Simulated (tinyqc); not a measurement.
Gupta-type many-body potential for a metal: one step, computed by the program tinyqc. Command: `OMP_NUM_THREADS=1 python tinyqc.py 3001562 3001563 out.jsonl gupta walk`. One thread of a shared host (Intel(R) Xeon(R) Processor @ 2.30GHz), about 0.01 s of CPU time with the checks.

E_i = sum_j A exp(-p (r_ij/r0 - 1)) - xi rho_i^gamma, with rho_i = sum_j exp(-2 q (r_ij/r0 - 1)); gamma = 1/2 is the tight-binding second-moment form. The crystal is fcc unless stated; d is the neighbour distance and a fixed number of shells is kept.

Task: Unrelaxed vacancy. Each neighbour j of the vacancy loses one repulsive term and one density term: E_v = sum_shells count x {-repulsion - xi [(rho - density)^gamma - rho^gamma]}. (The removed atom returns to a bulk-like site, so its own energy cancels.)

Inputs (values chosen for the exercise, modelled on platinum): hopping xi = 2.66 eV; embedding exponent gamma = 0.5.

Shells:
```
shell  count  r (angstrom)  repulsion (eV)    density
1         12      2.784618       0.2735655  0.9733270
```

density rho = 11.67992

repulsive energy = 3.282785 eV

Give: vacancy energy E_v; ratio E_v/E_c, E_c = xi rho^gamma less the repulsive energy.

Result:

vacancy energy E_v = 1.3615 eV

ratio E_v/E_c, E_c = xi rho^gamma less the repulsive energy = 0.23441

A pair potential gives E_v = E_c; here the ratio is 0.23, as the remaining bonds of the neighbours strengthen when one is lost.
